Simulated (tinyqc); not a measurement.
# Changing the mobility mu2

Model: Hall effect and magnetoresistance of several carrier groups with constant relaxation times. Computed by tinyqc, a small Python program. Command: `OMP_NUM_THREADS=1 python tinyqc.py 3029498 3029499 out.jsonl hall2 sweep`. One thread of a shared host (Intel(R) Xeon(R) Processor @ 2.30GHz), about 0.01 s of CPU time with the checks.

Group 1 has charge -e and group 2 charge -e; s_i is that sign. B lies along z; mu B is formed with mu in m^2/(V s).

Inputs (values chosen for the exercise, for a model conductor):
```
quantity            value        unit
density n1        2.2e+12      1/cm^2
mobility mu1        87000  cm^2/(V s)
density n2        4.4e+12      1/cm^2
magnetic field B     0.53           T
```

Carriers: two electron groups. Densities: per area (a thin layer).

Constants: e = 1.602176634e-19 C.

Method:
- sigma_xx = sum n_i e mu_i/(1 + mu_i^2 B^2); sigma_xy = sum s_i n_i e mu_i^2 B/(1 + mu_i^2 B^2).
- rho_xx = sigma_xx/(sigma_xx^2 + sigma_xy^2); Hall coefficient R_H = sigma_xy/(B (sigma_xx^2 + sigma_xy^2)), with B in V s/cm^2 (1 T = 1e-4 V s/cm^2); magnetoresistance MR = rho_xx(B)/rho_xx(0) - 1. Apparent density 1/(e |R_H|); Hall mobility |R_H|/rho_xx.
- Weak field: R_H(0) = sum s_i n_i mu_i^2/(e (sum n_i mu_i)^2); MR = c B^2 with c = n1 n2 mu1 mu2 (s1 mu1 - s2 mu2)^2/(n1 mu1 + n2 mu2)^2. Strong field: R_H = 1/(e sum s_i n_i); rho_xx saturates at (n1/mu1 + n2/mu2)/(e (sum s_i n_i)^2).

One run for each value; columns: (1) mobility mu2 (cm^2/(V s)); (2) magnetoresistance MR (%); (3) Hall coefficient R_H (cm^2/C); (4) Hall mobility (cm^2/(V s)); (5) coefficient c (1/T^2):
```
(1)           (2)          (3)    (4)     (5)
870    3.9335e+01  -2.6953e+06  60505  1.4261
1700   6.9291e+01  -2.5229e+06  47487  2.6337
3200   1.0281e+02  -2.1890e+06  35532  4.4822
6100   1.1505e+02  -1.6755e+06  27243  7.0592
12000  8.2736e+01  -1.2125e+06  25960  9.5325
22000  4.1385e+01  -1.0185e+06  33262  9.4245
43000  1.0603e+01  -9.5523e+05  52664  4.8398
83000  4.6959e-02  -9.4571e+05  84296  0.0361
```

Describe and explain the trends.

Over the rows, magnetoresistance MR (%) goes from 39.3 through a maximum among these rows, 115 at 6100, to 0.0470; Hall coefficient R_H (cm^2/C) rises from -2.70e6 to -946000 (exponent d ln y / d ln x -0.099 between the first rows and -0.015 between the last); Hall mobility (cm^2/(V s)) goes from 60500 through a minimum among these rows, 26000 at 12000, to 84300. For groups of one sign MR vanishes both when group 2 carries nothing and when the mobilities are equal.

Extremes, crossings and ranges named in words are read from the listed rows.
